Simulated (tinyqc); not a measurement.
Zero-field barrier from two thresholds.

Question. The photoemission threshold over an interface barrier is Phi = P0 - sqrt(q F/(4 pi eps0 ei)). Find P0 and ei.

Constants: q = 1.602176634e-19 C, eps0 = 8.8541878128e-14 F/cm where lengths are in cm. Results are converted to the units shown.

thresholds at F = 0.5 and 3.4 MV/cm (eV): [3.9392937, 3.6970062]

Solution. Phi is linear in sqrt(F): the intercept is P0 and the slope gives ei.

P0 = 4.09 eV
ei = 3.17

Computed by the program tinyqc: `OMP_NUM_THREADS=1 python tinyqc.py 2410122 2410123 out.jsonl`, one thread of a shared Intel Xeon 2.30GHz, about 0.01 s for the whole run.
